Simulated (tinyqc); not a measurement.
Band edges of strained Si(1-x)Ge(x) on relaxed Si(1-y)Ge(y): one step. Gap and offsets against the buffer. Five cases, with inputs chosen for the exercise.

Task: Buffer: Ev(y) and Ec = Ev(y) + min(ED, EL). dEc = Ec(buffer) - Ec(layer), dEv = Ev(layer) - Ev(buffer); positive values confine the carrier in the layer; type I if both have one sign.

Give: gap of the strained layer; gap of the buffer; dEc; dEv.

Case 1.

Interpolated values (a in angstrom, C11, C12, C44 in GPa, all else in eV):

| symbol | layer | buffer |
|---|---|---|
| a | 5.466440 | 5.450200 |
| Dso | 0.086160 | 0.068800 |
| av | 2.237700 | 2.321000 |
| b | -2.198200 | -2.166000 |
| d | -4.895000 | -4.860000 |
| C11 | 159.719000 | 162.470000 |
| C12 | 61.346000 | 62.480000 |
| C44 | 76.662000 | 77.460000 |
| Ev | 0.110500 | 0.065000 |
| ED | 1.095898 | 1.124110 |
| EL | 1.771650 | 1.859500 |
| aD | 1.761800 | 1.794000 |
| aL | -3.316300 | -3.359000 |
| XuD | 9.234400 | 9.212000 |
| XuL | 16.560700 | 16.651000 |

valley edges (eV): Delta x 1.195576, Delta y 1.195576, Delta z 1.174882, L [111] 1.911670, L [1-1-1] 1.862187, L [-11-1] 1.862187, L [-1-11] 1.911670

edges from the top (eV): 0.112688  0.092179  0.010730

Result:

gap of the strained layer = 1.0622 eV
gap of the buffer = 1.1241 eV
dEc = 0.0142 eV
dEv = 0.0477 eV

Type I: electrons collect in the layer (14 meV) and holes in the layer (48 meV). The relaxed layer would have a gap of 1.096 eV, so strain has moved it by -34 meV. An offset this small is within the spread of published parameter sets, so the type is not settled by this model.

Case 2.

Interpolated values (a in angstrom, C11, C12, C44 in GPa, all else in eV):

| symbol | layer | buffer |
|---|---|---|
| a | 5.661000 | 5.554462 |
| Dso | 0.294000 | 0.181500 |
| av | 1.230000 | 1.788000 |
| b | -2.570000 | -2.363000 |
| d | -5.360000 | -5.130500 |
| C11 | 129.200000 | 145.940000 |
| C12 | 48.600000 | 55.665000 |
| C44 | 66.000000 | 72.300000 |
| Ev | 0.600000 | 0.330000 |
| ED | 0.917000 | 0.981485 |
| EL | 0.744000 | 1.329000 |
| aD | 1.340000 | 1.547000 |
| aL | -3.050000 | -3.041000 |
| XuD | 9.390000 | 9.340500 |
| XuL | 14.790000 | 15.213000 |

valley edges (eV): Delta x 1.353434, Delta y 1.353434, Delta z 1.663096, L [111] 1.386735, L [1-1-1] 1.386735, L [-11-1] 1.386735, L [-1-11] 1.386735

edges from the top (eV): 0.655872  0.540840  0.222644

Result:

gap of the strained layer = 0.6976 eV
gap of the buffer = 0.9815 eV
dEc = -0.0419 eV
dEv = 0.3259 eV

Type II: electrons collect in the buffer (42 meV) and holes in the layer (326 meV). The relaxed layer would have a gap of 0.744 eV, so strain has moved it by -46 meV. An offset this small is within the spread of published parameter sets, so the type is not settled by this model.

Case 3.

Interpolated values (a in angstrom, C11, C12, C44 in GPa, all else in eV):

| symbol | layer | buffer |
|---|---|---|
| a | 5.607667 | 5.521123 |
| Dso | 0.235880 | 0.147320 |
| av | 1.512800 | 1.959200 |
| b | -2.443200 | -2.284800 |
| d | -5.215600 | -5.028400 |
| C11 | 135.660000 | 149.340000 |
| C12 | 51.798000 | 57.522000 |
| C44 | 69.528000 | 73.992000 |
| Ev | 0.491400 | 0.264600 |
| ED | 0.945450 | 1.017018 |
| EL | 1.007600 | 1.468400 |
| aD | 1.428000 | 1.572000 |
| aL | -2.971000 | -2.989000 |
| XuD | 9.422200 | 9.245800 |
| XuL | 15.443400 | 15.792600 |

valley edges (eV): Delta x 1.295251, Delta y 1.295251, Delta z 1.551710, L [111] 1.526824, L [1-1-1] 1.526824, L [-11-1] 1.526824, L [-1-11] 1.526824

edges from the top (eV): 0.529035  0.437902  0.184786

Result:

gap of the strained layer = 0.7662 eV
gap of the buffer = 1.0170 eV
dEc = -0.0136 eV
dEv = 0.2644 eV

Type II: electrons collect in the buffer (14 meV) and holes in the layer (264 meV). The relaxed layer would have a gap of 0.945 eV, so strain has moved it by -179 meV. An offset this small is within the spread of published parameter sets, so the type is not settled by this model.

Case 4.

Interpolated values (a in angstrom, C11, C12, C44 in GPa, all else in eV):

| symbol | layer | buffer |
|---|---|---|
| a | 5.660000 | 5.570320 |
| Dso | 0.291000 | 0.197520 |
| av | 1.260000 | 1.712200 |
| b | -2.570000 | -2.395200 |
| d | -5.320000 | -5.122400 |
| C11 | 129.200000 | 143.146000 |
| C12 | 47.900000 | 53.980000 |
| C44 | 67.500000 | 72.098000 |
| Ev | 0.720000 | 0.446400 |
| ED | 0.946000 | 0.974758 |
| EL | 0.746000 | 1.233160 |
| aD | 1.370000 | 1.442200 |
| aL | -3.010000 | -3.055600 |
| XuD | 9.300000 | 9.224000 |
| XuL | 15.070000 | 15.355000 |

valley edges (eV): Delta x 1.636480, Delta y 1.636480, Delta z 1.530249, L [111] 1.623964, L [1-1-1] 1.394445, L [-11-1] 1.394445, L [-1-11] 1.623964

edges from the top (eV): 0.756759  0.656107  0.362813

Result:

gap of the strained layer = 0.6377 eV
gap of the buffer = 0.9748 eV
dEc = 0.0267 eV
dEv = 0.3104 eV

Type I: electrons collect in the layer (27 meV) and holes in the layer (310 meV). The relaxed layer would have a gap of 0.746 eV, so strain has moved it by -108 meV. An offset this small is within the spread of published parameter sets, so the type is not settled by this model.

Case 5.

Interpolated values (a in angstrom, C11, C12, C44 in GPa, all else in eV):

| symbol | layer | buffer |
|---|---|---|
| a | 5.476090 | 5.430000 |
| Dso | 0.097240 | 0.044000 |
| av | 2.178200 | 2.440000 |
| b | -2.226800 | -2.130000 |
| d | -4.937800 | -4.830000 |
| C11 | 157.038000 | 165.200000 |
| C12 | 59.934000 | 63.300000 |
| C44 | 76.574000 | 79.500000 |
| Ev | 0.151800 | 0.000000 |
| ED | 1.056976 | 1.143000 |
| EL | 1.742840 | 2.024000 |
| aD | 1.536000 | 1.580000 |
| aL | -3.123800 | -3.280000 |
| XuD | 9.364400 | 9.360000 |
| XuL | 16.309200 | 16.670000 |

valley edges (eV): Delta x 1.123790, Delta y 1.123790, Delta z 1.262767, L [111] 1.904483, L [1-1-1] 1.904483, L [-11-1] 1.904483, L [-1-11] 1.904483

edges from the top (eV): 0.162176  0.120680  0.007287

Result:

gap of the strained layer = 0.9616 eV
gap of the buffer = 1.1430 eV
dEc = 0.0192 eV
dEv = 0.1622 eV

Type I: electrons collect in the layer (19 meV) and holes in the layer (162 meV). The relaxed layer would have a gap of 1.057 eV, so strain has moved it by -95 meV. An offset this small is within the spread of published parameter sets, so the type is not settled by this model.

Computed by tinyqc, one run a case: `OMP_NUM_THREADS=1 python tinyqc.py N N+1 out.jsonl` with N = 1051427, 1051570, 1080191, 1080305, 1080390; one thread of a shared Intel(R) Xeon(R) Processor @ 2.30GHz, about 0.02 s a run at most.
